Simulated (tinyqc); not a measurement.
Alloy A(1-x)B(x) by interpolation with bowing, step by step. Values are carried at full precision from step to step, so a last printed digit may differ when a step is redone from the rounded ones.

Each gap follows E(x) = (1 - x) E_A + x E_B - C x (1 - x); the lattice constant follows Vegard, a(x) = (1 - x) a_A + x a_B.

Constants: hc = 1239.841984 eV nm; kB = 8.617333262e-05 eV/K.

Inputs chosen for the exercise (A near InAs, B near InSb; the results hold for these values, not for the real material): a = (6.049, 6.476) angstrom (lattice constant of A, B); x = 0.16 (fraction of B); Eg = (0.418, 0.235) eV (gap at Gamma to the s-like level of A, B); EgX = (1.442, 0.634) eV (gap to the lowest valley along Gamma-X of A, B); EgL = (1.116, 0.943) eV (gap to L of A, B); C = (0.734, 0.624, 0.663) eV (bowing of the Gamma, X and L gaps); Dso = (0.386, 0.804) eV (spin-orbit splitting of A, B); Ep = (21.7, 23.6) eV (Kane energy of A, B); me = (0.0257, 0.0135) m0 (electron mass at Gamma of A, B); Cs = 0.89 eV (bowing of Dso); md = (0.0171, 0.71, 0.53) m0 (density-of-states masses of Gamma, all X and all L valleys); T = 77 K (temperature).

## Gaps and lattice constant at x

Also give the wavelength hc/E of the lowest gap.

a(x) = 6.1173 angstrom

linear parts (eV): Gamma 0.3887, X 1.3127, L 1.0883

bowing terms C x (1 - x) (eV): Gamma 0.0986, X 0.0839, L 0.0891

gaps (eV): Gamma 0.2901, X 1.2289, L 0.9992

wavelength of the lowest gap = 4274.3 nm

The lowest valley is Gamma, so the gap is direct; the next, L, lies 709 meV higher.

## Where the valleys cross

The difference of two gaps is a quadratic q2 x^2 + q1 x + q0 with q2 = C_i - C_j, q1 = (E_B - E_A - C)_i - (E_B - E_A - C)_j, q0 = E_A,i - E_A,j; give its roots between 0 and 1 (a dash: none).

Crossings:
```
pair,q2,q1,q0,first root,second root
Gamma-X,0.110,0.515,-1.024,-,-
Gamma-L,0.071,-0.081,-0.698,-,-
X-L,-0.039,-0.596,0.326,0.5287,-
```

The lowest valley is Gamma at every x. The other crossings lie above the lowest valley.

## Electron mass of the alloy

Mass at Gamma from the Kane formula 1/m = F + Ep (Eg + 2 Dso/3)/(Eg (Eg + Dso)). F is fixed by the masses of A and B and interpolated linearly, as is Ep; Eg and Dso carry their bowing.

Compare with the linear interpolation of the masses.

F of A, B: -4.6954  -0.4477

Ep, Eg, Dso at x (eV): 22.0040  0.2901  0.3333

m(x) from the Kane formula = 0.0171 m0
m(x) linear = 0.0237 m0

The Kane value lies 27.8 % below the linear one.

## Shares of the electrons in the valleys

Non-degenerate: n_i proportional to md_i^(3/2) exp(-E_i/kT).

md^(3/2): Gamma 0.0022, X 0.5983, L 0.3858

(E - E_min)/kT: Gamma 0.00, X 141.48, L 106.87

shares: Gamma 1.000, X 0.000, L 0.000

Gamma holds most electrons (100.0 %).

## Checks

- The X and L gaps at their crossing x = 0.5287 (eV): both 0.8593.

Computed by tinyqc, a small Python program: `OMP_NUM_THREADS=1 python tinyqc.py 1081189 1081190 out.jsonl` (the numbers bound the seed that draws the inputs); one thread of a shared host (Intel(R) Xeon(R) Processor @ 2.30GHz), about 0.01 s for the whole set of steps.
